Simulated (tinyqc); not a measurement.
Width of layer A: type-II superlattice in the two-band Kane model.

Motion along the axis, period d = a + b, c = hbar^2/2m0. Conduction and light-hole bands couple: (E - Ec)(E - Ev) = Ep c k^2 in each layer, with mass m(E) = (E - Ev)/Ep, which may be negative. The conduction envelope psi and psi'/m(E) are continuous; a layer carries them by [[cos kt, (m/k) sin kt], [-(k/m) sin kt, cos kt]] (cosh and sinh for k^2 < 0), and cos(q d) = tr(M_B M_A)/2. C1 is the first miniband above EvB, with its bottom at tr/2 = +1 and its top at -1; the gap is the bottom of C1 less the top heavy-hole level HH1.

Heavy holes are uncoupled: with e = EvB - E, p = sqrt(mhB e/c), w = sqrt(mhA (EvB - EvA - e)/c), the top level HH1 at q = 0 solves (p/mhB) tan(p b/2) = (w/mhA) tanh(w a/2).

Constants: hbar^2/2m0 = 3.80998211 eV angstrom^2; hc = 1239.841984 eV nm.

Inputs chosen for the exercise (near those of an InAs/GaSb superlattice; the results hold for these values, not for the real material): b = 29 angstrom (layer B); EcA = 0 eV (conduction edge of A); EvA = -0.418 eV (valence edge of A); EcB = 0.929 eV (conduction edge of B); EvB = 0.101 eV (valence edge of B); EpA = 14.4 eV (coupling energy in A); EpB = 18.1 eV (coupling energy in B); mhA = 0.33 m0 (heavy hole in A); mhB = 0.28 m0 (heavy hole in B); As = (22, 28, 38, 47, 53, 62, 79) angstrom (widths of layer A).

Bottom of C1 (tr/2 = +1, above EvB), HH1, the gap and hc/gap; widths at which C1 no longer starts above EvB are left out.

Results:
```
a (angstrom)  C1 (eV)  HH1 (eV)  gap (meV)  cut-off (micrometre)
22             0.4202    0.0195      400.7                  3.09
28             0.3480    0.0188      329.3                  3.77
38             0.2629    0.0185      244.4                  5.07
47             0.2103    0.0184      191.9                  6.46
53             0.1835    0.0184      165.1                  7.51
62             0.1519    0.0184      133.5                  9.29
79             0.1107    0.0184       92.3                 13.43
```

What does the comparison show, and why?

From a = 22 to 79 angstrom C1 falls by 309 meV while HH1 moves by -1.1 meV, so layer A tunes the gap, from 401 to 92 meV. The cut-off shifts by 0.112 micrometre per angstrom at the thin end and 0.244 at the thick end: long wavelengths need tight control of the thickness.

tinyqc: `OMP_NUM_THREADS=1 python tinyqc.py 1250911 1250912 out.jsonl`; about 0.03 s, one thread, shared Intel(R) Xeon(R) Processor @ 2.30GHz.
